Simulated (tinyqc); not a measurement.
Inside a calculation. Model: van der Pauw, Hall and four-point-probe measurements on a doped layer.

Numbers from tinyqc (`OMP_NUM_THREADS=1 python tinyqc.py 2850184 2850185 out.jsonl`; about 0.01 s on one thread of a shared Intel Xeon 2.30GHz). Printed values are rounded.

A uniform p-type layer with sheet resistance Rs = 1/(q ns mu), point contacts, low field (mu B small).

Inputs (values chosen for the exercise): sheet density of the layer ns = 1.1e12 cm^-2; drift mobility mu = 350 cm^2/(V s); Hall factor rH = 1; magnetic field B = 0.3 T; current I = 500 uA; side ratio a/b of a rectangular sample with corner contacts ar = 2.08; thickness of the layer t = 430 nm.

Constants: q = 1.602176634e-19 C. Results are converted to the units shown.

## Resistances and Hall voltage

Rs = 1/(q ns mu). For a rectangle with contacts at the corners, RA = (8 Rs/pi) sum_(k>=0) ln coth((2k + 1) pi a/(2 b)) with current along a short side b and voltage along the opposite one, RB the same with a and b exchanged; Hall voltage VH = rH B I/(q ns), negative for electrons.

Rs = 16211.71 ohm/square
RA = 119.9216 ohm
RB = 19472.67 ohm
VH = 85.11149 mV

RB/RA = 162; for a square both equal Rs ln 2/pi = 3580 ohm.

## Starting value

z = 2 ln 2/(pi (RA + RB)), exact for RA = RB.

z at the start = 0.02252235 mS

## Iteration 1: new z

The van der Pauw equation exp(-pi RA z) + exp(-pi RB z) = 1 is solved for z = 1/Rs: e1 = exp(-pi RA z), e2 = exp(-pi RB z), f = e1 + e2 - 1, f' = -pi (RA e1 + RB e2), z(new) = z - f/f'.

e1 = 0.9915507
e2 = 0.2521303
f = 0.2436810
f' = -15.79768 kohm
z after iteration 1 = 0.03794747 mS

## Iteration 2: new z

As before.

e1 = 0.9858052
e2 = 0.09813184
f = 0.08393703
f' = -6.374631 kohm
z after iteration 2 = 0.05111482 mS

## Course of the iteration

Stop when the step is below 1e-10 mS, or after 40 iterations.

Course of the iteration:
```
iteration  z before the step (mS)  step (mS)
1                      0.02252235     0.0154
2                      0.03794747     0.0132
3                      0.05111482    8.12e-3
4                      0.05923302    2.31e-3
5                      0.06154092    1.42e-4
6                      0.06168331    4.95e-7
7                      0.06168380   5.95e-12
```

Converged in 7 iterations.

## Sheet density, mobility and bulk values

converged z = 0.06168380 mS

Rs = 1/z; Hall sheet density B I/(q |VH|); Hall mobility |VH|/(Rs B I); true values ns = rH times the Hall density, mu = Hall mobility/rH; bulk density ns/t, resistivity Rs t; correction factor F = Rs/[(pi/ln 2)(RA + RB)/2].

Rs = 16211.71 ohm/square
Hall sheet density = 1.1e12 cm^-2
Hall mobility = 350 cm^2/(V s)
ns = 1.1e12 cm^-2
mu = 350 cm^2/(V s)
bulk density = 2.558140e16 cm^-3
resistivity = 0.6971036 ohm cm
F = 0.3651259

Taking the mean of RA and RB without F would overstate Rs by 170 %.
